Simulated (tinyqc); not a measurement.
# Off-state leakage of single and stacked transistors: what changes with what

n-channel devices of unit width. Subthreshold current I(Vg, Vs, Vd) = I0 (T/300 K)^0.5 exp[(Vg - Vs - VT(T) - gb (Vs - Vb) + dd (Vd - Vs))/(nf Vt)] (1 - exp(-(Vd - Vs)/Vt)), VT(T) = VT - cT (T - 300 K). Gate-edge tunnelling Ig (Vd/1 V) exp(ag (Vd - 1 V)), for a gate at 0 V, and band-to-band leakage Ab u exp(-Bb/u), u = Vd - Vb + 1 V, flow at a drain held at V; both are taken as independent of T. In a stack of off transistors (all gates at 0 V) the same subthreshold current passes through each.

Parameters, values chosen for the exercise; values of the order met in bulk silicon logic transistors:
```
symbol,value,unit,meaning
T,300,K,temperature
V,0.7,V,supply voltage
VT,0.47,V,"threshold at 300 K, zero drain and body bias"
cT,0.8,mV/K,fall of the threshold with temperature
I0,0.89,uA/um,current at threshold at 300 K
nf,1.38,,slope factor
dd,0.08,,drain-induced lowering per volt
gb,0.12,,rise of the threshold per volt of source-body bias
Ig,9e-5,uA/um,gate-edge tunnelling current at 1 V
ag,5.5,1/V,exponential slope of the gate current
Ab,10,uA/(um V),prefactor of band-to-band leakage at the drain
Bb,28,V,its exponential voltage
Vb,-0.3,V,body voltage
```

Constants: q = 1.602176634e-19 C, kB = 1.380649e-23 J/K, Vt = kB T/q. Results are converted to the units shown.

Each table varies one quantity; the others keep the values above.

## Subthreshold current against the height of the stack

All n gates at 0 V, bottom source at 0 V, top drain at V; node voltages follow from equal currents.

Subthreshold current against the height of the stack:
columns A: n; B: I (nA/um); C: reduction factor; D: drain voltage of the bottom device (mV); E: source voltage of the top device (mV); F: voltage across the top device (V)
```
A         B      C      D      E       F
1  0.002961  1.000  700.0      0  0.7000
2  5.812e-4  5.094  48.40  48.40  0.6516
3  3.249e-4  9.113  18.24  65.69  0.6343
4  2.261e-4  13.09  11.44  76.47  0.6235
5  1.736e-4  17.06  8.367  84.33  0.6157
6  1.409e-4  21.01  6.603  90.52  0.6095
```

Read the table: what changes, and by how much?

The second transistor cuts the current by a factor of 5.09, the third by a further 1.79 and the sixth by 1.23. The top device keeps 87.1 % of the supply at n = 6, while the drain voltage of the bottom one falls to 0.255 Vt.

## Leakage components against the supply voltage

Same model as above.

One transistor with Vg = Vs = 0, Vd = V; stack factor I(one)/I(two in series).

Leakage components against the supply voltage:
```
V (V)  subthreshold (nA/um)  gate edge (nA/um)  band-to-band (nA/um)  total (nA/um)  stack factor  largest part
0.5               0.0018906          0.0028768             0.0031592      0.0079266        3.6392  band-to-band
0.6               0.0023658          0.0059834             0.0075618       0.015911        4.2885  band-to-band
0.7               0.0029605           0.012099              0.016631       0.031690        5.0942  band-to-band
0.8               0.0037047           0.023967              0.034012       0.061683        6.0931  band-to-band
0.9               0.0046360           0.046733              0.065319        0.11669        7.3305  band-to-band
1                 0.0058014           0.090000               0.11876        0.21456        8.8623  band-to-band
1.1               0.0072597            0.17159               0.20580        0.38465        10.757  band-to-band
1.2               0.0090846            0.32445               0.34185        0.67539        13.101  band-to-band
1.3                0.011368            0.60922               0.54696         1.1675        15.997     gate edge
1.4                0.014226             1.1372               0.84639         1.9978        19.577     gate edge
```

What does the comparison show?

As V goes from 0.5 to 1.4, the total leakage rises from 0.00793 to 2.00 nA/um. The band-to-band part leads at V = 0.5, the gate edge part from 1.3 on. The reduction by a stack of two rises from 3.64 to 19.6, for the subthreshold part alone.

Computed by the program tinyqc: `OMP_NUM_THREADS=1 python tinyqc.py 2242205 2242206 out.jsonl`, one thread of a shared Intel Xeon 2.30GHz, about 0.03 s for the whole run.
